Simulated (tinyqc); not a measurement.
# Capacitance measurement on a leaky thin oxide: effects of series resistance and leakage: effects of single changes

The device is a capacitance C in parallel with a leakage conductance G, in series with Rs and Ls. An impedance meter reports either a parallel pair (Cp, Gp) from Y = 1/Z = Gp + i w Cp or a series pair (Cs, Rm) from Z = Rm + 1/(i w Cs); w = 2 pi f, dissipation D = Gp/(w |Cp|).

Parameters, values chosen for the exercise; values of the order met in thin-oxide MOS capacitors: relative permittivity of the gate insulator (close to silicon dioxide) eox = 3.9; insulator thickness tox = 1.7 nm; gate area A = 100 um^2; oxide-equivalent thickness added by the accumulation layer zc = 0.44 nm; oxide-equivalent thickness added by gate depletion zp = 0 nm; gate leakage current density, not matched to the thickness Jg = 29 A/cm^2; voltage for an e-fold rise of the leakage Vs = 0.37 V; series resistance Rs = 9.2 ohm; series inductance Ls = 190 nH; measuring frequency f = 1e6 Hz.

Constants: eps0 = 8.8541878128e-14 F/cm where lengths are in cm. Results are converted to the units shown.

Each table varies one quantity; the others keep the values above.

## Readings against frequency

EOT = 3.9 tox/eox; CET = EOT + zc + zp; C = 3.9 eps0 A/CET; G = Jg A/Vs. Z = Rs + i w Ls + 1/(G + i w C); CET read from Cp = 3.9 eps0 A/Cp; errors under 0.001 % are printed as 0.

The same in every row: C (pF) = 1.614.

Readings against frequency:
```
f (Hz),Cp (pF),Cs (pF),D,error of Cp (%),error of Cs (%),CET read from Cp (nm)
1000,1.610,9.650e7,7742,-0.216,5.98e9,2.145
3000,1.610,1.072e7,2581,-0.216,6.65e8,2.145
10000,1.610,9.650e5,774.2,-0.216,5.98e7,2.145
30000,1.610,1.072e5,258.1,-0.216,6.65e6,2.145
1e5,1.610,9652,77.42,-0.216,5.98e5,2.145
3e5,1.610,1074,25.81,-0.216,6.65e4,2.145
1e6,1.610,98.12,7.742,-0.215,5980,2.145
3e6,1.610,12.34,2.581,-0.205,665,2.144
1e7,1.612,2.583,0.7761,-0.0960,60.1,2.142
3e7,1.628,1.741,0.2637,0.877,7.89,2.121
```

Read the table: what changes, and by how much?

D falls from 7740 to 0.264; without inductance its minimum lies at f = sqrt(G (1 + G Rs)/Rs)/(2 pi C) = 2.88e8 Hz. The error of Cp goes from -0.216 to 0.877 % and that of Cs from 5.98e9 to 7.89 %; at low frequency Cp tends to C/(1 + G Rs)^2 and Cs grows as 1 + (G/(w C))^2. One of the two readings is within 2 % of C for f = 1000, 3000, 10000, 30000, 1e5, 3e5, 1e6, 3e6, 1e7, 3e7 Hz. For f = 1000, 3000, 10000, 30000, 1e5, 3e5, 1e6, 3e6 D exceeds 1, where the accuracy of real meters degrades in proportion to sqrt(1 + D^2).

## Effect of the gate area

Same model as above.

Rs is held fixed.

Result of one run:
```
A (um^2),C (pF),Cp (pF),Cs (pF),D,error of Cp (%),error of Cs (%),CET read from Cp (nm)
10000,161.4,130.3,1.058e4,8.956,-19.2,6460,2.650
```

What becomes of these results when the gate area A is changed from 10000 to 70 um^2, all else the same?

Result of the changed run:
```
A (um^2),C (pF),Cp (pF),Cs (pF),D,error of Cp (%),error of Cs (%),CET read from Cp (nm)
70,1.130,1.128,68.67,7.739,-0.151,5980,2.143
```

The whole series:
```
A (um^2),C (pF),Cp (pF),Cs (pF),D,error of Cp (%),error of Cs (%),CET read from Cp (nm)
20,0.3227,0.3226,19.61,7.733,-0.0431,5980,2.141
70,1.130,1.128,68.67,7.739,-0.151,5980,2.143
200,3.227,3.213,196.4,7.753,-0.430,5990,2.149
600,9.682,9.557,590.9,7.799,-1.28,6000,2.168
2000,32.27,30.91,1990,7.961,-4.21,6070,2.234
5000,80.68,72.48,5090,8.320,-10.2,6210,2.382
10000,161.4,130.3,1.058e4,8.956,-19.2,6460,2.650
40000,645.4,275.6,5.557e4,14.16,-57.3,8510,5.012
```

As A goes from 20 to 40000, the error of Cp goes from -0.0431 to -57.3 %, that of Cs from 5980 to 8510 %, and D rises from 7.73 to 14.2. The CET read from Cp goes from 2.14 to 5.01 nm against the true 2.14 nm. G/(w C) does not depend on the area, while G Rs and w C Rs and w^2 Ls C grow with it. In every row D exceeds 1, where the accuracy of real meters degrades in proportion to sqrt(1 + D^2).

tinyqc, about 0.01 s, one thread, Intel Xeon 2.30GHz (shared host): `OMP_NUM_THREADS=1 python tinyqc.py 2022031 2022032 out.jsonl`
